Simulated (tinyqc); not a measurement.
What moves the results: plasmons of a degenerate electron gas in the random-phase approximation. A value that a table varies takes the place of the one given here.

Zero temperature, parabolic band: kF = (3 pi^2 n)^(1/3), EF = c kF^2/m, Ep^2 = 8 pi c e2 n/(m eb), qTF^2 = 6 pi e2 n/(eb EF), c = hbar^2/2m0, e2 = e^2/(4 pi eps0), n in 1/angstrom^3 (1e-24 per 1/cm^3).

Lindhard function: eps(q, E)/eb = 1 + (qTF/q)^2 (f1 + i f2) with z = q/(2 kF), u = E/(hbar vF q), hbar vF = 2 c kF/m; f1 = 1/2 + [h(z - u) + h(z + u)]/(8 z), h(x) = (1 - x^2) ln|(x + 1)/(x - 1)|; f2 = pi u/2 for z + u < 1, (pi/(8 z))(1 - (z - u)^2) for |z - u| < 1 < z + u, else 0. Pairs exist for c (q^2 - 2 q kF)/m < E < c (q^2 + 2 q kF)/m.

Constants: hbar^2/2m0 = 3.80998211 eV angstrom^2; e^2/(4 pi eps0) = 14.39964547 eV angstrom; a0 (Bohr radius) = 0.5291772105 angstrom.

Values chosen for the exercise (a free-electron density near that of Na; shifted at random, so the results belong to these values and not to a real crystal): n = 2.67e+22 1/cm^3 (electron density); m = 1 m0 (mass); eb = 1 (background dielectric constant); ed = 4 (dielectric constant of the surroundings); d = 200 angstrom (film thickness); qp = 0.49 1/angstrom (wave vector of the plasmon).

## Dispersion and weight of the plasmon

Short formula: E^2 = Ep^2 + (3/5)(hbar vF q)^2 + (c q^2/m)^2; qc is where the plasmon meets the top of the continuum. The weight is the share of the f-sum that the plasmon carries, 2E/(Ep^2 d(eps/eb)/dE); a dash marks no undamped root.

Energies (eV):
```
q (1/angstrom)   q/kF  top of continuum  plasmon  short formula  weight
0.0868          0.094            0.6403    6.086          6.086   1.000
0.217           0.235             1.708    6.186          6.185   1.000
0.347           0.375             2.904    6.380          6.373   0.997
0.477           0.516             4.228    6.692          6.659   0.988
0.607           0.656             5.681    7.162          7.054   0.954
0.694           0.751             6.725    7.600          7.384   0.897
0.781           0.845             7.827    8.180          7.771   0.769
0.842           0.911             8.634    8.708          8.076   0.557
0.955           1.033             10.20        -          8.721       -
1.13            1.222             12.83        -          9.926       -
```

qc = 0.8678 1/angstrom

Ep = 6.068 eV. The plasmon rises from 6.086 to 8.708 eV just before qc, 44 % above Ep. The short formula errs by -0.49 % at q/kF = 0.52 and -7.26 % next to qc. The weight falls from 1.000 to 0.557 as pairs take over the sum. At rs = 3.9 exchange and correlation, left out here, flatten the dispersion, and core polarisation lowers Ep in a real metal.

## Density dependence

n is multiplied by the factor listed.

Results:
```
factor     rs  EF (eV)  Ep (eV)  Ep/EF  qc/kF  alpha = 3 EF/(5 Ep)
0.10    8.450   0.7018    1.919  2.734  1.246                0.219
0.20    6.707    1.114    2.713  2.436  1.145                0.246
0.50    4.942    2.052    4.290  2.091  1.023                0.287
1.0     3.922    3.257    6.068  1.863  0.938                0.322
2.0     3.113    5.171    8.581  1.659  0.861                0.362
5.0     2.294    9.525    13.57  1.424  0.768                0.421
10      1.821    15.12    19.19  1.269  0.704                0.473
```

Over two decades Ep grows by 10.0 (n^(1/2)) and EF by 21.5 (n^(2/3)), so Ep/EF falls from 2.734 to 1.269 as sqrt(rs), and qc/kF from 1.246 to 0.704: in a dense gas the plasmon enters the continuum earlier on the scale of kF. alpha is the coefficient in E = Ep + alpha hbar^2 q^2/(m m0). The random-phase values are only rough in the rows with rs above about 2 (up to 8.5 here).

## Thin film modes against wave vector (bulk, surface, particle and sheet plasmons)

Drude medium eps = eb (1 - Ep^2/E^2), no retardation. A film of thickness d has modes eps = -ed coth(q d/2) (lower) and eps = -ed tanh(q d/2) (upper); a sheet with ns = n d has E^2 = 4 pi c e2 ns q/(m ed). One surface: eps = -ed; small sphere: eps = -2 ed.

Modes (eV):
```
q d    q (1/angstrom)   lower  upper   sheet
0.020        0.000100  0.3030  5.950  0.3034
0.050        0.000250  0.4781  5.785  0.4797
0.10         0.000500  0.6739  5.539  0.6784
0.20          0.00100  0.9461  5.130  0.9594
0.50          0.00250   1.457  4.312   1.517
1.0           0.00500   1.953  3.595   2.145
2.0            0.0100   2.427  3.016   3.034
4.0            0.0200   2.674  2.753   4.290
8.0            0.0400   2.713  2.714   6.068
```

bulk, surface, sphere (eV): 6.068  2.713  2.023

At small q d the lower mode tends to the sheet law sqrt(q) (within 5 % up to q d = 0.5 of the values listed) and the upper one starts near the bulk value. At q d = 8 the two are 0.0015 eV apart around the surface value 2.713 eV. Retardation, left out here, matters where q is below about three times sqrt(ed) E/(hbar c), hbar c = 1973.27 eV angstrom: that holds for 6 of the rows (from the top) for the lower mode and 6 for the upper one.

## What moves the plasmon

The plasmon is taken at qp. Each row changes one parameter from the base and keeps the others.

Results:
```
case                   Ep (eV)  plasmon at qp (eV)  qc (1/angstrom)
base                     6.068               6.731           0.8678
n = 3.2e+22 1/cm^3       6.643               7.316           0.9013
m = 1.15 m0              5.658               6.195           0.9141
eb = 1.1                 5.785               6.481           0.8375
qp = 0.343 1/angstrom    6.068               6.373           0.8678
```

The largest shifts from the base row, up to three for each result and ties (the steps differ in size, so this ranks the rows, not the parameters). Ep (eV): n +0.575, m -0.410, eb -0.282; unchanged at the printed digits by qp. plasmon at qp (eV): n +0.586, m -0.536, qp -0.358. qc (1/angstrom): m +0.0463, n +0.0335, eb -0.0303; unchanged at the printed digits by qp.

Program tinyqc; command `OMP_NUM_THREADS=1 python tinyqc.py 1650938 1650939 out.jsonl`; about 0.01 s on one thread of a shared Intel(R) Xeon(R) Processor @ 2.30GHz.
